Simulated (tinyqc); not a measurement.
Transfer between valleys with doping: electrons shared among three sets of ellipsoidal valleys.

F_j(eta) = (1/Gamma(j + 1)) integral_0^infinity x^j dx/(1 + exp(x - eta)), which tends to exp(eta) for eta << 0.

Sets Delta2, Delta4, L: N_i = M_i times N = 2 (m kB T/(4 pi c))^(3/2) with c = hbar^2/2m0, in 1/angstrom^3; times 1e24 for 1/cm^3, m = (ml mt^2)^(1/3); n = sum_i N_i F_1/2((EF - dE_i)/kT), energies from the edge of the first set; mu_drift = sum of share times mobility.

Constants: hbar^2/2m0 = 3.80998211 eV angstrom^2; kB = 8.617333262e-05 eV/K.

Inputs chosen for the exercise (masses and offsets near those of Si; mobilities are free inputs, held fixed; shifted at random, so the results belong to these values and not to a real crystal):

| symbol | value | unit | meaning |
|---|---|---|---|
| dE | (0, 0.141, 0.975) | eV | edges of Delta2, Delta4, L above the first, the first two split by strain |
| M | (2, 4, 4) |  | valleys in each set |
| ml | (0.936, 0.936, 1.636) | m0 | longitudinal masses of Delta2, Delta4, L |
| mt | (0.1808, 0.1808, 0.1193) | m0 | transverse masses |
| mu | (1500, 1000, 440) | cm^2/(V s) | mobility of each set, for current in the plane normal to the Delta2 axis |
| T | 500 | K |  |

Parabolic valleys; band tails and gap narrowing are left out.

Populations:

| n (1/cm^3) | EF (eV) | share Delta2 | share Delta4 | share L | mu_drift |
|---|---|---|---|---|---|
| 1.0e+16 | -0.3282 | 0.9295 | 0.0705 | 0.0000 | 1465 |
| 1.0e+17 | -0.2289 | 0.9294 | 0.0706 | 0.0000 | 1465 |
| 1.0e+18 | -0.1291 | 0.9284 | 0.0716 | 0.0000 | 1464 |
| 3.0e+18 | -0.0803 | 0.9262 | 0.0738 | 0.0000 | 1463 |
| 1.0e+19 | -0.0237 | 0.9181 | 0.0819 | 0.0000 | 1459 |
| 3.0e+19 | 0.0362 | 0.8926 | 0.1074 | 0.0000 | 1446 |
| 1.0e+20 | 0.1227 | 0.7955 | 0.2045 | 0.0000 | 1398 |

The share of Delta2 goes from 0.930 to 0.795 and the mean mobility from 1465 to 1398 cm^2/(V s). Delta2 holds more than Delta4 throughout. The share of L is at most 8.5e-10.

tinyqc: `OMP_NUM_THREADS=1 python tinyqc.py 1681634 1681635 out.jsonl`; about 0.01 s, one thread, shared Intel(R) Xeon(R) Processor @ 2.30GHz.
